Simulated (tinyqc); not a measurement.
Inside a calculation. Method: LDA (PW92) atom on a uniform radial grid, spin-unpolarised, for C(2+). Computed by tinyqc, a small Python program that keeps every step. Settings: Z = 6, points = 192, R = 9.1, functional = lda,pw, mixing = 0.2, iteration cap = 57. Command: `OMP_NUM_THREADS=1 python tinyqc.py 20150 20151 out.jsonl` (the two numbers bound the seeds that draw the settings). One thread of a shared host (Intel(R) Xeon(R) Processor @ 2.60GHz), about 0.9 s of CPU time with the checks. Later iterations appear only in the table of the cycle.

## Iteration 1

Spherical atom on a uniform radial grid r_j = j h with h = R/(N + 1), h sum u^2 = 1 and integrals as h times sums, u(0) = u(R) = 0 (atomic units):
```
parameter           value
Z                       6
points N              192
R                9.100000
h                0.047150
mixing           0.200000
electrons in 1s         2
electrons in 2s         2
```

Three-point differences turn -u''/2 + [l(l+1)/2r^2 - Z/r + V] u = e u into a tridiagonal matrix (diagonal 1/h^2 + potential, off-diagonal -1/2h^2). D = sum f u^2; the Hartree potential y/r solves y'' = -D/r with y(0) = 0, y(R) = N_e; v_xc comes from rho = D/(4 pi r^2); E = sum f e - int D V + int D (V_H/2 + eps_xc); V(new) = V + mixing (V_H + v_xc - V).

eigenvalues (hartree): 1s -17.6536, 2s -4.4777

Every 12th grid point:
```
r         V in     u(1s)      u(2s)         D     V_H       v_xc
0.5658  0.0000    0.5717    -0.7409    1.7515  5.7026    -0.8188
1.1316  0.0000    0.0401    -0.9468    1.7959  3.4202    -0.5355
1.6974  0.0000    0.0021    -0.4477    0.4010  2.3489    -0.2641
2.2632  0.0000  9.84e-05    -0.1557    0.0485  1.7670    -0.1179
2.8290  0.0000  4.31e-06    -0.0464    0.0043  1.4139    -0.0500
3.3948  0.0000  1.81e-07    -0.0126  3.16e-04  1.1783    -0.0203
3.9606  0.0000  7.42e-09    -0.0032  2.05e-05  1.0099    -0.0079
4.5264  0.0000  2.97e-10    -0.0008  1.21e-06  0.8837    -0.0029
5.0922  0.0000  1.17e-11  -1.83e-04  6.72e-08  0.7855    -0.0011
5.6580  0.0000         0  -4.20e-05  3.52e-09  0.7070  -3.83e-04
6.2238  0.0000         0  -9.41e-06  1.77e-10  0.6427  -1.34e-04
6.7896  0.0000         0  -2.07e-06         0  0.5891  -4.66e-05
7.3554  0.0000         0  -4.50e-07         0  0.5438     0.0000
7.9212  0.0000         0  -9.62e-08         0  0.5050     0.0000
8.4870  0.0000         0  -1.97e-08         0  0.4713     0.0000
9.0528  0.0000         0  -9.84e-10         0  0.4418     0.0000
```

total energy = -34.550291 hartree

## Iteration 2

As before.

eigenvalues (hartree): 1s -16.1238, 2s -3.7721

Every 12th grid point:
```
r         V in     u(1s)      u(2s)         D     V_H       v_xc
0.5658  0.9768    0.5931    -0.6721    1.6070  5.6086    -0.7969
1.1316  0.5769    0.0460    -0.9585    1.8418  3.3923    -0.5397
1.6974  0.4170    0.0027    -0.5031    0.5062  2.3450    -0.2834
2.2632  0.3298  1.44e-04    -0.1952    0.0762  1.7666    -0.1349
2.8290  0.2728  7.14e-06    -0.0652    0.0085  1.4139    -0.0613
3.3948  0.2316  3.42e-07    -0.0199    0.0008  1.1783    -0.0268
3.9606  0.2004  1.60e-08    -0.0057  6.53e-05  1.0099    -0.0113
4.5264  0.1761  7.33e-10    -0.0016  4.95e-06  0.8837    -0.0046
5.0922  0.1569  3.31e-11  -4.19e-04  3.52e-07  0.7855    -0.0018
5.6580  0.1413         0  -1.09e-04  2.38e-08  0.7070    -0.0007
6.2238  0.1285         0  -2.78e-05  1.54e-09  0.6427  -2.74e-04
6.7896  0.1178         0  -6.95e-06  9.67e-11  0.5891  -1.04e-04
7.3554  0.1088         0  -1.72e-06         0  0.5438  -3.90e-05
7.9212  0.1010         0  -4.18e-07         0  0.5050     0.0000
8.4870  0.0943         0  -9.68e-08         0  0.4713     0.0000
9.0528  0.0884         0  -5.15e-09         0  0.4418     0.0000
```

total energy = -34.868675 hartree

## Iteration 3

As before.

eigenvalues (hartree): 1s -14.9404, 2s -3.2367

Every 12th grid point:
```
r         V in     u(1s)      u(2s)         D     V_H       v_xc
0.5658  1.7438    0.6101    -0.6160    1.5034  5.5288    -0.7804
1.1316  1.0321    0.0512    -0.9607    1.8513  3.3653    -0.5406
1.6974  0.7459    0.0033    -0.5484    0.6016  2.3405    -0.2986
2.2632  0.5902  1.94e-04    -0.2325    0.1081  1.7661    -0.1498
2.8290  0.4887  1.07e-05    -0.0852    0.0145  1.4138    -0.0720
3.3948  0.4156  5.68e-07    -0.0286    0.0016  1.1783    -0.0334
3.9606  0.3601  2.95e-08    -0.0091  1.64e-04  1.0099    -0.0151
4.5264  0.3167  1.51e-09    -0.0028  1.52e-05  0.8837    -0.0066
5.0922  0.2822  7.61e-11    -0.0008  1.32e-06  0.7855    -0.0028
5.6580  0.2543         0  -2.34e-04  1.10e-07  0.7070    -0.0012
6.2238  0.2313         0  -6.63e-05  8.78e-09  0.6427  -4.85e-04
6.7896  0.2121         0  -1.84e-05  6.80e-10  0.5891  -1.98e-04
7.3554  0.1958         0  -5.06e-06  5.13e-11  0.5438  -7.98e-05
7.9212  0.1818         0  -1.37e-06         0  0.5050  -3.19e-05
8.4870  0.1697         0  -3.49e-07         0  0.4713     0.0000
9.0528  0.1591         0  -1.95e-08         0  0.4418     0.0000
```

total energy = -35.076257 hartree

## Convergence

Stop when input and output potentials agree to 1e-7.

Course of the cycle (hartree):
```
iteration           E     e(1s)    e(2s)  largest |V(out) - V(in)|
1          -34.550291  -17.6536  -4.4777                  1.01e+01
2          -34.868675  -16.1238  -3.7721                  7.77e+00
3          -35.076257  -14.9404  -3.2367                  5.99e+00
4          -35.209826  -14.0256  -2.8292                  4.61e+00
5          -35.294744  -13.3190  -2.5178                  3.54e+00
6          -35.348148  -12.7736  -2.2791                  2.72e+00
7          -35.381411  -12.3530  -2.0956                  2.08e+00
8          -35.401953  -12.0288  -1.9542                  1.59e+00
9          -35.414547  -11.7791  -1.8450                  1.22e+00
10         -35.422221  -11.5868  -1.7605                  9.29e-01
11         -35.426872  -11.4389  -1.6951                  7.09e-01
...               ...       ...      ...                       ...
47         -35.433882  -10.9475  -1.4653                  4.97e-05
48         -35.433882  -10.9475  -1.4653                  3.91e-05
49         -35.433882  -10.9475  -1.4653                  3.07e-05
50         -35.433882  -10.9475  -1.4653                  2.41e-05
51         -35.433882  -10.9475  -1.4653                  1.90e-05
52         -35.433882  -10.9475  -1.4653                  1.49e-05
53         -35.433882  -10.9475  -1.4653                  1.17e-05
54         -35.433882  -10.9475  -1.4653                  9.22e-06
55         -35.433882  -10.9475  -1.4653                  7.25e-06
56         -35.433882  -10.9475  -1.4653                  5.70e-06
57         -35.433882  -10.9475  -1.4653                  4.49e-06
```

Not converged within 57 iterations: the residual falls steadily but slowly, by a factor of about 0.79 a step. Reruns (cap 100 unless said): mixing 0.3: converged in 46; mixing 0.6: converged in 19; the original settings with a cap of 400: converged in 74. Even converged, this uniform grid resolves the cusp poorly and misses the energy of the atom.
